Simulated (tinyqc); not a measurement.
# Tunnelling through a gate dielectric, WKB transmission and Tsu-Esaki current: two studies

Electrons leave the emitter at x = 0. Energies E (motion across the layers) are in eV from the emitter Fermi level; the collector Fermi level lies at -V and offers states at every E. No charge in the dielectric and no image force: F1 = V/t1, U = phi1 - F1 x. With C = hbar^2/(2 m0), kappa = sqrt(m (U - E)/C) where U > E and 0 elsewhere; T(E) = exp(-S), S = 2 times the integral of kappa over x.

Inputs (values chosen for the exercise); dielectric values close to those of silicon dioxide:
- T = 300 K (temperature)
- Ef = 0.26 eV (Fermi energy of the emitter above its band bottom)
- me = 1 m0 (emitter mass in the supply function)
- phi1 = 3.21 eV (barrier of layer 1 above the emitter Fermi level at zero bias)
- m1 = 0.52 m0 (tunnelling mass of layer 1)
- t1 = 4.4 nm (thickness of layer 1)
- V = 5.2 V (voltage across the dielectric)

Constants: q = 1.602176634e-19 C, kB = 1.380649e-23 J/K, hbar = 1.054571817e-34 J s, m0 = 9.1093837015e-31 kg, Vt = kB T/q, hbar^2/(2 m0) = 0.0380998212 eV nm^2. Results are converted to the units shown.

Each table varies one quantity; the others keep the values above.

## Current against voltage

Each layer adds (2/F) sqrt(m/C) [G(u at its left edge) - G(u at its right edge)] to S, with u = U - E (0 where negative) and G(u) = (2/3) u^1.5. J = J0 times the integral of T(E) N(E) dE, N = ln[(1 + exp(-E/Vt))/(1 + exp((-E - V)/Vt))], J0 = q^2 me m0 kB T/(2 pi^2 hbar^3) (times 1e-4 for A/cm^2 per eV), from E = -Ef to far above the barrier (T = 1 there), by quadrature converged to the digits shown.

Result of one run:

| V (V) | S at E = 0 | T(E = 0) | J (A/cm^2) | mean E of the current (eV) |
|---|---|---|---|---|
| 2.6 | 43.97 | 8.014e-20 | 8.729e-12 | -0.09542 |

What becomes of these results when the voltage across the dielectric V is changed from 2.6 to 1 V, all else the same?

Result of the changed run:

| V (V) | S at E = 0 | T(E = 0) | J (A/cm^2) | mean E of the current (eV) |
|---|---|---|---|---|
| 1 | 53.44 | 6.169e-24 | 8.730e-16 | -0.1125 |

The whole series:

| V (V) | S at E = 0 | T(E = 0) | J (A/cm^2) | mean E of the current (eV) |
|---|---|---|---|---|
| 0.2 | 57.33 | 1.264e-25 | 1.851e-17 | -0.1128 |
| 1 | 53.44 | 6.169e-24 | 8.730e-16 | -0.1125 |
| 1.8 | 49.09 | 4.793e-22 | 6.121e-14 | -0.1063 |
| 2.6 | 43.97 | 8.014e-20 | 8.729e-12 | -0.09542 |
| 3.4 | 36.66 | 1.197e-16 | 8.812e-9 | -0.06054 |
| 4.2 | 29.68 | 1.291e-13 | 1.201e-5 | -0.08320 |
| 5 | 24.93 | 1.490e-11 | 0.001700 | -0.09860 |
| 5.8 | 21.49 | 4.640e-10 | 0.06273 | -0.1095 |
| 6.6 | 18.89 | 6.278e-9 | 0.9763 | -0.1175 |

J rises from 1.85e-17 to 0.976 A/cm^2, by 2.09 decades a volt between the first two rows and 1.49 between the last two. From V = 3.4 V on (among the rows) a band edge falls below the emitter Fermi level, so electrons at E = 0 no longer cross the full thickness. In 3 of the 9 rows the field exceeds 10 MV/cm (up to 15.0), more than most dielectrics sustain; the model ignores breakdown.

## Effect of the tunnelling mass m1

Same model as above.

Results:

| m1 (m0) | S at E = 0 | T(E = 0) | J (A/cm^2) | mean E of the current (eV) |
|---|---|---|---|---|
| 0.12 | 11.52 | 9.976e-6 | 2430 | -0.1391 |
| 0.15 | 12.87 | 2.563e-6 | 571.4 | -0.1353 |
| 0.25 | 16.62 | 6.048e-8 | 10.71 | -0.1244 |
| 0.31 | 18.51 | 9.162e-9 | 1.455 | -0.1187 |
| 0.4 | 21.02 | 7.403e-10 | 0.1026 | -0.1109 |
| 0.5 | 23.51 | 6.190e-11 | 0.007562 | -0.1031 |
| 0.63 | 26.38 | 3.477e-12 | 3.714e-4 | -0.09392 |

Estimate the missing row, m1 = 0.2 m0.

Computed row:

| m1 (m0) | S at E = 0 | T(E = 0) | J (A/cm^2) | mean E of the current (eV) |
|---|---|---|---|---|
| 0.2 | 14.87 | 3.497e-7 | 68.82 | -0.1296 |

With this row back in the table: J falls from 2430 to 3.71e-4 A/cm^2. S goes as m1^(0.50): kappa is proportional to the square root of the mass. In every row the field exceeds 10 MV/cm (up to 11.8), more than most dielectrics sustain; the model ignores breakdown.

tinyqc, about 0.02 s, one thread, Intel Xeon 2.30GHz (shared host): `OMP_NUM_THREADS=1 python tinyqc.py 2540030 2540031 out.jsonl`
